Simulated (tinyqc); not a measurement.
Bandgap voltage reference from two bipolar transistors: one step of the calculation.

Two transistors of area 1 and N carry the same current I. Is(T) = Is (T/T0)^eta exp[(Vg0 q/kB)(1/T0 - 1/T)], VBE1 = Vt ln(I/Is(T)) + I rb, VBE2 = Vt ln(I/(N Is(T))) + I rb/N. The amplifier forces I R1(T) = VBE1 - VBE2 + Vos, with R(T) = R (1 + tc (T - T0)) for both resistors, and the output is Vref = VBE1 + I R2(T). Base currents and the Early effect are neglected.

Problem. Operating point at another temperature. Vt = kB T/q; I = (Vt ln N + Vos)/(R1(T) - rb (1 - 1/N)).

Inputs (values chosen for the exercise); values of the order met in silicon bipolar transistors:
- T0 = 323 K (reference temperature)
- Vg0 = 1.153 V (band-gap voltage extrapolated to 0 K)
- eta = 3.8 (temperature exponent of the saturation current)
- Is = 1.1e-16 A (saturation current of the unit transistor at T0)
- N = 8 (area ratio of the second transistor)
- R1 = 8.3 kohm (resistor across which the difference of VBE falls, at T0)
- tc = -1500 ppm/K (temperature coefficient of both resistors)
- Vos = 0 mV (offset of the amplifier)
- rb = 16 ohm (series resistance of the unit transistor)
- R2 = 77.34 kohm (output resistor at T0)
- T = 253 K (temperature)

Constants: q = 1.602176634e-19 C, kB = 1.380649e-23 J/K. Results are converted to the units shown.

Wanted: Vt; I; Is(T); VBE1; I R2; Vref.

Solution.

Vt = 0.021802 V
I = 4.9507 uA
Is(T) = 4.5786e-22 A
VBE1 = 0.80499 V
I R2 = 0.42309 V
Vref = 1.2281 V

From T0 to T, VBE1 changes by 113 mV and I R2 by -117 mV, which leaves -4.62 mV in Vref.

Program tinyqc, `OMP_NUM_THREADS=1 python tinyqc.py 2062159 2062160 out.jsonl`; Intel Xeon 2.30GHz, shared host, one thread, about 0.01 s.
